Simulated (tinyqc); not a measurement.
Inside a calculation. Method: inverse iteration on a symmetric matrix. One step of it, computed by the program tinyqc.

Problem. Step 1. solve (A - shift) w = v; v' = w/|w| with its largest component positive (the first on a tie); lambda = v'^T A v'.

A, lower triangle:
```
           1          2         3
1   0.437000
2  -0.534000   1.979000
3  -0.065000  -0.204000  2.826000
```

vector v at the start: 0.577350  0.577350  0.577350

shift = 0.480000

Give: vector after step 1; Rayleigh quotient after step 1.

Solution.

vector after step 1: 0.9722  0.2332  -0.0230

Rayleigh quotient after step 1 = 0.2851
